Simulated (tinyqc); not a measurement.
Four-band model of biased bilayer graphene near K: one step. Levels and layer polarisation. Three cases, with inputs chosen for the exercise.

Problem. Diagonalise; the weight on layer 1 is that of A1 and B1.

Give: levels; weights; weight on layer 1.

Case 1.

H (eV):
```
,A1,B1,A2,B2
A1,-0.115000,0.142483-0.278489i,-0.002812+0.005496i,0.016873+0.032979i
B1,0.142483+0.278489i,-0.115000,0.416000,-0.002812+0.005496i
A2,-0.002812-0.005496i,0.416000,0.115000,0.142483-0.278489i
B2,0.016873-0.032979i,-0.002812-0.005496i,0.142483+0.278489i,0.115000
```

Solution.

levels (eV): -0.6058  -0.1829  0.1918  0.5968

weights:
```
,band 1,band 2,band 3,band 4
A1,0.199,0.435,0.330,0.036
B1,0.508,0.007,0.235,0.250
A2,0.253,0.224,0.007,0.516
B2,0.041,0.333,0.428,0.198
```

weight on layer 1: 0.707  0.443  0.565  0.286

Band 2 has 44 % of its weight on layer 1, the layer of lower potential, and band 3 has 56 %; the dimer sites hold 24 % of band 3. The filled band leans to the upper layer here: at larger k the middle bands approach two displaced cones, each still mixed over both layers by g1, and the top filled one leans to the upper layer.

Case 2.

H (eV):
```
,A1,B1,A2,B2
A1,-0.105000,-0.042800-0.097829i,0.000746+0.001704i,-0.004325+0.009885i
B1,-0.042800+0.097829i,-0.105000,0.383000,0.000746+0.001704i
A2,0.000746-0.001704i,0.383000,0.105000,-0.042800-0.097829i
B2,-0.004325-0.009885i,0.000746-0.001704i,-0.042800+0.097829i,0.105000
```

Solution.

levels (eV): -0.4289  -0.0910  0.0928  0.4272

weights:
```
,band 1,band 2,band 3,band 4
A1,0.067,0.910,0.009,0.014
B1,0.587,0.013,0.069,0.331
A2,0.331,0.068,0.011,0.590
B2,0.015,0.009,0.911,0.065
```

weight on layer 1: 0.654  0.923  0.078  0.345

Band 2 has 92 % of its weight on layer 1, the layer of lower potential, and band 3 has 8 %; the dimer sites hold 8 % of band 3.

Case 3.

H (eV):
```
,A1,B1,A2,B2
A1,-0.095000,-0.276891-0.189096i,0.003494+0.002386i,-0.017469+0.011930i
B1,-0.276891+0.189096i,-0.095000,0.329000,0.003494+0.002386i
A2,0.003494-0.002386i,0.329000,0.095000,-0.276891-0.189096i
B2,-0.017469-0.011930i,0.003494-0.002386i,-0.276891+0.189096i,0.095000
```

Solution.

levels (eV): -0.5651  -0.1864  0.1932  0.5584

weights:
```
,band 1,band 2,band 3,band 4
A1,0.247,0.322,0.374,0.058
B1,0.470,0.030,0.282,0.218
A2,0.221,0.274,0.029,0.476
B2,0.062,0.375,0.315,0.248
```

weight on layer 1: 0.717  0.351  0.656  0.276

Band 2 has 35 % of its weight on layer 1, the layer of lower potential, and band 3 has 66 %; the dimer sites hold 31 % of band 3. The filled band leans to the upper layer here: at larger k the middle bands approach two displaced cones, each still mixed over both layers by g1, and the top filled one leans to the upper layer.

Computed by tinyqc, one run a case: `OMP_NUM_THREADS=1 python tinyqc.py N N+1 out.jsonl` with N = 1450826, 1451381, 1451676; one thread of a shared Intel(R) Xeon(R) Processor @ 2.30GHz, about 0.06 s a run at most.
